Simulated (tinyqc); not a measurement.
Along the matched line: quaternary alloy A(x)B(1-x)C(y)D(1-y) matched to a substrate.

Q(x,y) = x y Q_AC + x (1 - y) Q_AD + (1 - x) y Q_BC + (1 - x)(1 - y) Q_BD for the lattice constant. Gap, rule 1: Q(x,y) - x (1 - x)[y C_ABC + (1 - y) C_ABD] - y (1 - y)[x C_ACD + (1 - x) C_BCD]. Rule 2 (mean of ternaries): {x (1 - x)[y T_ABC(x) + (1 - y) T_ABD(x)] + y (1 - y)[x T_ACD(y) + (1 - x) T_BCD(y)]}/{x (1 - x) + y (1 - y)}, T_ABC(x) = x E_AC + (1 - x) E_BC - C_ABC x (1 - x), T_ACD(y) = y E_AC + (1 - y) E_AD - C_ACD y (1 - y), and alike. Only the Gamma valley is followed.

Matching a(x,y) = a_s gives x = (a_s - y a_BC - (1 - y) a_BD)/(y (a_AC - a_BC) + (1 - y)(a_AD - a_BD)).
Constants: hc = 1239.841984 eV nm.

Values chosen for the exercise (AC, AD, BC, BD near GaAs, GaSb, InAs and InSb; substrate near InAs; shifted at random, so the results belong to these values and not to a real crystal):
- a = (5.647, 6.103, 6.054, 6.48) angstrom (lattice constants of AC, AD, BC, BD)
- Eg = (1.526, 0.802, 0.42, 0.233) eV (gaps at Gamma of AC, AD, BC, BD)
- Cb = (0.454, 0.383, 1.287, 0.637) eV (bowing of ABC, ABD, ACD, BCD)
- a_s = 6.054 angstrom (substrate)

x follows from y.

Results:

| y | x | bilinear (eV) | rule 1 (eV) | rule 2 (eV) | wavelength 1 (nm) | wavelength 2 (nm) |
|---|---|---|---|---|---|---|
| 0.12 | 0.9850 | 0.8794 | 0.7387 | 0.7604 | 1678 | 1631 |
| 0.23 | 0.8544 | 0.8677 | 0.6069 | 0.7232 | 2043 | 1714 |
| 0.34 | 0.7261 | 0.8423 | 0.5125 | 0.6724 | 2419 | 1844 |
| 0.45 | 0.6000 | 0.8035 | 0.4498 | 0.6255 | 2757 | 1982 |
| 0.55 | 0.4872 | 0.7569 | 0.4155 | 0.5865 | 2984 | 2114 |
| 0.66 | 0.3650 | 0.6935 | 0.3977 | 0.5464 | 3118 | 2269 |
| 0.77 | 0.2449 | 0.6176 | 0.3957 | 0.5073 | 3134 | 2444 |
| 0.88 | 0.1267 | 0.5295 | 0.4043 | 0.4672 | 3067 | 2654 |
| 0.99 | 0.0105 | 0.4297 | 0.4186 | 0.4241 | 2962 | 2923 |

What can be read from this table?

The matched alloys span 0.396 to 0.739 eV by rule 1, with the lowest value inside the range, at y = 0.77. Along the line dx/dy is -1.187 between the first two rows and -1.057 between the last two. In energy the two rules differ most at y = 0.45, by 176 meV (774 nm there), which measures how far the ternary data leave the interior open. Miscibility gaps are not considered.

Computed by tinyqc, a small Python program: `OMP_NUM_THREADS=1 python tinyqc.py 1080684 1080685 out.jsonl` (the numbers bound the seed that draws the inputs); one thread of a shared host (Intel(R) Xeon(R) Processor @ 2.30GHz), about 0.01 s for the whole set of steps.
